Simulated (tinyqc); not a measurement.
Worked calculation: RKS/PBE in the sto-6g basis, for BeH2, spin multiplicity 1. One step of it, computed by the program tinyqc.

Task: Iteration 2: DIIS coefficients. Solve [B -1; -1 0][c; lambda] = [0; -1] for the coefficients, which sum to one.

B (overlaps of the stored error matrices):
```
                1               2
1   1.2378970e+00  -4.3422150e-01
2  -4.3422150e-01   1.7548905e-01
```

Give: DIIS coefficients.

Result:

DIIS coefficients: 0.2672  0.7328
